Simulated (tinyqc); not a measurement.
# Which input was changed?

Model: permeation of metal atoms or ions through a thin barrier or dielectric: time lag, field-aided drift and lifetime. Computed by tinyqc, a small Python program. Command: `OMP_NUM_THREADS=1 python tinyqc.py 3021217 3021218 out.jsonl barrier which`. One thread of a shared host (Intel(R) Xeon(R) Processor @ 2.30GHz), about 0.1 s of CPU time with the checks.

The film 0 < x < d is empty at first; C = C0 at x = 0 and C = 0 at x = d. dC/dt = D d2C/dx2 - v dC/dx with drift v = D z e V/(k_B T d) (uniform field, no space charge).

Inputs (values chosen for the exercise, for a model case: singly charged ions through a dielectric):

| quantity | value | unit |
|---|---|---|
| thickness d | 47 | nm |
| prefactor D0 | 0.0005 | cm^2/s |
| activation energy E | 0.916 | eV |
| concentration at the source side C0 | 4.3e+13 | 1/cm^3 |
| charge number z | 1 | - |
| voltage V (positive drives ions across) | 0.064 | V |
| critical dose Q_c | 3e+09 | 1/cm^2 |
| test temperature T | 200 | C |
| use temperature T_u | 85 | C |

Constants: k_B = 8.617333262e-05 eV/K.

Method:
- D = D0 exp(-E/(k_B T)); time scale d^2/D; Peclet number P = z V/(k_B T), k_B T in eV; 1 nm = 1e-7 cm.
- Temperatures in kelvin are T(C) + 273.15.
- Steady flux J = (D C0/d) P/(1 - exp(-P)); time lag in units of d^2/D: s_L = [P (1 + exp(-P))/(1 - exp(-P)) - 2]/P^2 (P = 0: J = D C0/d, s_L = 1/6).
- Dose through the film Q(s) = C0 d {f (s - s_L) - 2 exp(P/2) sum_(n=1..200) (-1)^n n^2 pi^2 exp(-l_n s)/l_n^2}, l_n = n^2 pi^2 + P^2/4, f = P/(1 - exp(-P)) the relative flux.
- Solve Q = Q_c for s. At the use temperature D and P take T_u, with the same C0 and V; 1 year = 3.15576e7 s.

Problem. One of these inputs alone was changed, within the range given: thickness d (23.5 to 94); prefactor D0 (0.00025 to 0.001); concentration at the source side C0 (2.15e+13 to 8.6e+13); critical dose Q_c (1.5e+09 to 6e+09). Which one, and to what value?

Results:

| run | failure time at T_u (years) | time lag (s) | steady flux J (1/(cm^2 s)) |
|---|---|---|---|
| before | 0.06965291 | 40.43012 | 1587346 |
| after | 0.07808622 | 45.32525 | 1415913 |

Solution.

Each candidate set to reproduce failure time at T_u, and what it then gives:

| candidate | range searched | value needed | time lag (s) | steady flux J (1/(cm^2 s)) |
|---|---|---|---|---|
| thickness d (nm) | 23.5 to 94 | 52.54 | 50.523 | 1.4200e+06 |
| prefactor D0 (cm^2/s) | 0.00025 to 0.001 | 4.460e-4 | 45.325 | 1.4159e+06 |
| concentration at the source side C0 (1/cm^3) | 2.15e+13 to 8.6e+13 | 3.825e13 | 40.430 | 1.4121e+06 |
| critical dose Q_c (1/cm^2) | 1.5e+09 to 6e+09 | 3.372e9 | 40.430 | 1.5873e+06 |

Only prefactor D0 fits every result: it went from 0.0005 to 4.46e-4 cm^2/s. The next best candidate, concentration at the source side C0, misses one result by 11 %.

Caution: grain boundaries, pinholes, trapping and space charge are left out; thin real barriers usually fail at defects.
